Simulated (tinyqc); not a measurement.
Biaxially strained (001) channel, valley splitting in an inversion layer: two steps of the calculation.

A thin layer grown on a relaxed buffer is stretched in the plane. The two valleys with their long axis along the growth direction (D2) sink against the four in-plane ones (D4); confinement in a triangular well splits them too. Only the lowest subband of each set is kept; one relaxation time, so the weakening of intervalley scattering is left out.

Inputs (values chosen for the exercise); values close to those of silicon on relaxed silicon-germanium: temperature T = 300 K; germanium share of the relaxed buffer x = 0.36; lattice mismatch per unit x b1 = 0.0418; elastic constant c11 = 168 GPa; elastic constant c12 = 63.4 GPa; shear deformation potential Xu = 9.16 eV; longitudinal mass ml = 0.937 m0; transverse mass mt = 0.195 m0; inversion density Ns = 6.8e11 cm^-2.

Constants: q = 1.602176634e-19 C, kB = 1.380649e-23 J/K, Vt = kB T/q. Results are converted to the units shown.

Problem 1. Strain, stress and splitting. e_par = b1 x, e_perp = -2 (c12/c11) e_par, splitting D = Xu (e_par - e_perp), in-plane stress (c11 + c12 - 2 c12^2/c11) e_par.

Give: e_par; e_perp; D; stress.

Solution 1.

e_par = 1.505 %
e_perp = -1.136 %
D = 241.9 meV
stress = 2.762 GPa

Problem 2. Share of the light valleys and conductivity mass. EF solves Ns = N2 ln(1 + exp((EF - E2)/Vt)) + N4 ln(1 + exp((EF - E4)/Vt)); f2 is the share in D2, and 1/mc = f2/mt + (1 - f2)(1/mt + 1/ml)/2.

EF = 0.023712980 eV
E2 = 0.068741562 eV
N2 = 4.2116856e12 cm^-2

Give: f2; mc.

Solution 2.

f2 = 0.9999
mc = 0.1950 m0

Numbers from tinyqc (`OMP_NUM_THREADS=1 python tinyqc.py 2530015 2530016 out.jsonl`; about 0.01 s on one thread of a shared Intel Xeon 2.30GHz).
